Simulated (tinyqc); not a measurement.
Worked calculation: RKS/PBE in the 3-21g basis, for H3-, spin multiplicity 1. The basis has no diffuse functions, so it cannot describe the extra electron: this is an exercise in the method, not the real anion. Computed by tinyqc, a small Python program that keeps every step (integrals from PySCF). Settings: charge = -1, multiplicity = 1, basis = 3-21g, energy threshold = 1e-09, iteration cap = 61, orthogonalisation = canonical, start = random, DIIS depth = 0, damping = 0.5, method = RKS, functional = pbe,pbe, grid = [15, 50]. Command: `OMP_NUM_THREADS=1 python tinyqc.py 24476 24477 out.jsonl` (the two numbers bound the seeds that draw the settings). One thread of a shared host (Intel(R) Xeon(R) Processor @ 2.60GHz), about 2 s of CPU time with the checks.

Geometry (angstrom):
```
atom        x        y        z
H     0.00000  0.00000  0.00000
H     0.00000  0.00000  1.28200
H     0.00000  1.22100  0.64100
```

Stop when the energy changes by less than 1e-09 hartree and every element of the error matrix X^T (F D S - S D F) X is below 9e-06.

Course of the cycle:
```
iteration  E (hartree)     change  largest element of the error matrix
1            1.3010907          -                             4.07e-01
2           -0.1292611  -1.43e+00                             1.66e-01
3           -0.7784015  -6.49e-01                             1.12e-01
4           -1.0953706  -3.17e-01                             5.76e-02
5           -1.2723979  -1.77e-01                             6.41e-02
6           -1.3380251  -6.56e-02                             7.23e-02
7           -1.3961235  -5.81e-02                             5.70e-02
8           -1.4017373  -5.61e-03                             6.32e-02
9           -1.4255411  -2.38e-02                             6.47e-02
10          -1.4190284   6.51e-03                             5.56e-02
11          -1.4327189  -1.37e-02                             6.68e-02
12          -1.4226502   1.01e-02                             5.79e-02
13          -1.4351641  -1.25e-02                             6.38e-02
14          -1.4228934   1.23e-02                             6.14e-02
...                ...        ...                                  ...
48          -1.4233902   1.26e-02                             6.02e-02
49          -1.4359453  -1.26e-02                             6.33e-02
50          -1.4233901   1.26e-02                             6.02e-02
51          -1.4359454  -1.26e-02                             6.33e-02
52          -1.4233901   1.26e-02                             6.02e-02
53          -1.4359454  -1.26e-02                             6.33e-02
54          -1.4233901   1.26e-02                             6.02e-02
55          -1.4359454  -1.26e-02                             6.33e-02
56          -1.4233901   1.26e-02                             6.02e-02
57          -1.4359454  -1.26e-02                             6.33e-02
58          -1.4233901   1.26e-02                             6.02e-02
59          -1.4359454  -1.26e-02                             6.33e-02
60          -1.4233901   1.26e-02                             6.02e-02
61          -1.4359454  -1.26e-02                             6.33e-02
```

Can the last value be used, and what does the course show?

Not by the stop rule. Not converged within the cap of 61 iterations: the residual has stopped falling: the iteration swings between two states. Reruns (cap 100 unless said): DIIS 8: not converged; level shift 0.5: converged in 33; atomic densities as start, DIIS 8: not converged; the original settings with a cap of 400: not converged. PySCF RKS in the same basis, fine grid = -1.3942701 hartree, which differs from a converged run on this coarse grid by the grid error.
